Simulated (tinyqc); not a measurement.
Inside a calculation. Model: interface traps from C-V curves, high-low and Terman methods.

Computed by the program tinyqc: `OMP_NUM_THREADS=1 python tinyqc.py 2030157 2030158 out.jsonl`, one thread of a shared Intel Xeon 2.30GHz, about 0.01 s for the whole run. Printed values are rounded.

MOS capacitor on an n-type substrate; psi is the band bending, negative in depletion; only majority carriers are counted. At the bending psi the Fermi level lies y = xi - psi below the conduction edge at the surface, xi = Vt ln(Nc/Nd). Dit(y) = D0 + D1 exp(-y/E1); traps fill up to the Fermi level, follow the bias and a slow signal, and do not follow a fast one. V is the gate voltage from flat band.

Parameters, values chosen for the exercise; band and dielectric values close to those of gallium nitride:
```
symbol,value,unit,meaning
T,250,K,temperature
eps_r,9.5,,relative permittivity
Nc,1.79e18,cm^-3,conduction-band density of states at T
Nd,1.8e17,cm^-3,donor density
EOT,21,nm,equivalent oxide thickness
D0,3.6e11,cm^-2 eV^-1,trap density far from the band edge
D1,8.3e12,cm^-2 eV^-1,band-tail density at the conduction edge
E1,0.1,eV,decay energy of the tail
n,10,,points
pa,-0.9,V,deepest band bending
pb,-0.032,V,shallowest band bending
```

Constants: q = 1.602176634e-19 C, kB = 1.380649e-23 J/K, Vt = kB T/q, eps0 = 8.8541878128e-14 F/cm where lengths are in cm. Results are converted to the units shown.

Range of the model: Traps more than about 25 kB T below the conduction edge emit electrons too slowly to follow an ordinary sweep, so the deepest points are idealised.

## The curves

Cox = 3.9 eps0/EOT, LD = sqrt(eps0 eps_r Vt/(q Nd)), u = psi/Vt, Cd = (eps0 eps_r/(sqrt(2) LD)) |exp(u) - 1|/sqrt(exp(u) - u - 1). Ideal V0 = psi - sqrt(2) (eps0 eps_r Vt/LD) sqrt(exp(u) - u - 1)/Cox for psi < 0; the traps add dV = (q/Cox) times the integral of Dit from 0 to psi = (q/Cox) [D0 psi + D1 E1 exp(-xi/E1) (exp(psi/E1) - 1)]. 1/C_HF = 1/Cox + 1/Cd, 1/C_LF = 1/Cox + 1/(Cd + q Dit). Take n equally spaced psi from pa to pb.

```
point    psi (V)    y (eV)  Dit (cm^-2 eV^-1)    V0 (V)     V (V)  C_HF (nF/cm^2)  C_LF (nF/cm^2)
0      -0.900000  0.949485         3.60624e11  -2.15548  -2.96415         68.5317         84.8427
1      -0.803556  0.853041         3.61638e11  -1.98811  -2.76285         70.8665         86.4941
2      -0.707111  0.756596         3.64298e11  -1.81622  -2.55687         73.5315         88.4431
3      -0.610667  0.660152         3.71274e11  -1.63881  -2.34495         76.6239         90.8409
4      -0.514222  0.563708         3.89575e11  -1.45444  -2.12498         80.2903         93.9762
5      -0.417778  0.467263         4.37585e11  -1.26097  -1.89299         84.7669         98.4065
6      -0.321333  0.370819         5.63532e11  -1.05476  -1.64068         90.4729         105.122
7      -0.224889  0.274374         8.93932e11  -0.82893  -1.34883         98.2695         115.441
8      -0.128444  0.177930         1.76068e12  -0.56652  -0.96814         110.392         129.877
9      -0.032000  0.081485         4.03445e12  -0.19788  -0.34412         132.715         146.395
```

Cox = 164.435 nF/cm^2

At the deepest bending the traps stretch the gate voltage from -2.16 to -2.96 V.

## High-low extraction

q Dit = (1/C_LF - 1/Cox)^(-1) - (1/C_HF - 1/Cox)^(-1) at each point.

Dit by high-low, point 0 to 9 (cm^-2 eV^-1): 3.60624e11  3.61638e11  3.64298e11  3.71274e11  3.89575e11  4.37585e11  5.63532e11  8.93932e11  1.76068e12  4.03445e12

With a true high-frequency curve this returns Dit exactly.

## Terman extraction

psi at each point follows from C_HF and the ideal curve. Dit = (Cox/q) d(V - V0)/dpsi by central differences over the two neighbours.

Dit by Terman, point 1 to 8 (cm^-2 eV^-1): 3.61904e11  3.64995e11  3.73105e11  3.94378e11  4.50185e11  5.96585e11  9.80641e11  1.98815e12

The differences overstate the curved tail; the largest error is 13 %, at point 8.
